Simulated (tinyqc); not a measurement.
Parabolic against non-parabolic filling: Fermi-Dirac statistics of conduction electrons.

Non-parabolic band E (1 + alpha E) = c k^2/m: n = Nc (2/sqrt(pi)) integral_0^infinity sqrt(x (1 + a x)) (1 + 2 a x) dx/(1 + exp(x - eta)) with a = alpha kT and eta = (EF - Ec)/kT; a = 0 gives n = Nc F_1/2(eta).

Constants: hbar^2/2m0 = 3.80998211 eV angstrom^2; kB = 8.617333262e-05 eV/K.

Parameters, chosen for this exercise (out of a larger set: near those of Si, lowest valleys alone; not measured data):

| symbol | value | unit | meaning |
|---|---|---|---|
| m | 1.055 | m0 | density-of-states mass of the conduction band |
| T | 400 | K |  |
| alpha | 0.47 | 1/eV | non-parabolicity |

N = 2 (m kB T/(4 pi c))^(3/2) with c = hbar^2/2m0, in 1/angstrom^3; times 1e24 for 1/cm^3. k_F = (3 pi^2 n)^(1/3) and the energy E0 that solves E (1 + alpha E) = c k_F^2/m give the limit of zero temperature.

EF - Ec (meV):

| n (1/cm^3) | parabolic | non-parabolic | non-parabolic, 0 K |
|---|---|---|---|
| 4.0e+18 | -79.8 | -81.9 | 8.7 |
| 2.0e+19 | -19.7 | -22.3 | 25.2 |
| 6.0e+19 | 29.5 | 25.8 | 51.7 |
| 2.0e+20 | 108.7 | 100.3 | 112.3 |
| 6.0e+20 | 241.8 | 216.1 | 222.6 |
| 2.0e+21 | 546.9 | 448.6 | 452.4 |

Non-parabolicity lowers EF by 2.2 meV at the lowest density and by 98.3 meV at the highest, where alpha (EF - Ec) = 0.21. Temperature lowers EF below its 0 K value by 90.6 meV at the lowest density and by 3.8 meV at the highest. EF enters the band between 2e+19 and 6e+19 1/cm^3.

(tinyqc, `OMP_NUM_THREADS=1 python tinyqc.py 1650004 1650005 out.jsonl`, Intel(R) Xeon(R) Processor @ 2.30GHz, 1 thread, shared host, about 0.01 s.)
